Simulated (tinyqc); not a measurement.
Raising the sheet density: inversion layer as a triangular well, valleys of the Ge type.

Four ellipsoidal valleys (eight halves) with their long axes along <111>, mass ml along the axis and mt across it. For a valley whose axis makes the angle theta with the surface normal, 1/m_z = cos^2(theta)/ml + sin^2(theta)/mt sets the confinement; in the plane the masses are m_1 = mt and m_2 = ml mt/m_z, and m_d = sqrt(m_1 m_2). The Gamma and Delta valleys are left out; the heavy Delta valleys, about 0.18 eV up, can lie lowest under strong confinement.

The field is taken as constant, e F = 4 pi (e^2/4 pi eps0)(Nd + eta Ns)/eps, with 1e12/cm^2 = 1e-4/angstrom^2, and the oxide as a hard wall at z = 0; c = hbar^2/2m0.

Level j of a valley lies at E_j = a_j (c (e F)^2/m_z)^(1/3) above the band edge at the surface, with the Airy zeros a_j = 2.338107, 4.087949, 5.520560, 6.786708, 7.944134, 9.022651, 10.040174, 11.008524, 11.936016, 12.828777, and has <z> = 2 E_j/(3 e F).

Subband i holds n_i = g m_d/(2 pi c) kB T ln(1 + exp((EF - E_i)/kB T)) (spin included), and EF is fixed by sum n_i = Ns over the levels listed or, where none are listed, over j = 0 to 9 of each group; 1e12/cm^2 = 1e-4/angstrom^2.

Constants: hbar^2/2m0 = 3.80998211 eV angstrom^2; e^2/(4 pi eps0) = 14.39964547 eV angstrom; kB = 8.617333262e-05 eV/K.

Parameters, chosen for this exercise (near those of Ge; shifted at random, so the results belong to these values and not to a real crystal):
```
symbol  value                unit         meaning
ml      1.583                m0           longitudinal mass
mt      0.083                m0           transverse mass
eps     15.8                              dielectric constant
Nd      0.1                  x 1e12/cm^2  depletion charge
eta     0.5                               share of Ns in the effective field
face    100                               surface
T       150                  K            temperature
Nss     (1, 2, 3, 5, 8, 12)  x 1e12/cm^2  sheet densities
```

Valleys (masses in m0):
```
valleys g  cos^2(theta)      m_z      m_1      m_2      m_d
4               0.33333  0.12132  0.08300  1.08300  0.29981
```

The field, the ladders and EF anew for each Ns.

Results:
```
Ns (1e12/cm^2)  F (MV/cm)  lowest E (eV)  next - lowest (meV)  EF - lowest (meV)  share of lowest (%)  <z> (angstrom)
1.0                 0.069         0.0574                 43.0              -23.7                 96.0            57.5
2.0                 0.126         0.0860                 64.4              -13.3                 99.2            45.8
3.0                 0.183         0.1105                 82.7               -6.9                 99.8            40.3
5.0                 0.298         0.1527                114.3                2.0                100.0            34.2
8.0                 0.470         0.2068                154.8               11.5                100.0            29.4
12.0                0.699         0.2696                201.8               21.7                100.0            25.7
```

What can be read from this table?

Levels scale as F^(2/3): the field grows by 10.17 and the lowest level by 4.69. The layer thins from 57.5 to 25.7 angstrom. EF passes the lowest edge between 3 and 5 e12/cm^2. The share of the lowest subband rises throughout: the spacing grows faster than the band fills. From 8 e12/cm^2 on the lowest level exceeds 0.2 eV, where the Delta valleys, about 0.18 eV up in the bulk and with a confinement energy of their own, begin to come within reach.

(tinyqc, `OMP_NUM_THREADS=1 python tinyqc.py 1252762 1252763 out.jsonl`, Intel(R) Xeon(R) Processor @ 2.30GHz, 1 thread, shared host, about 0.01 s.)
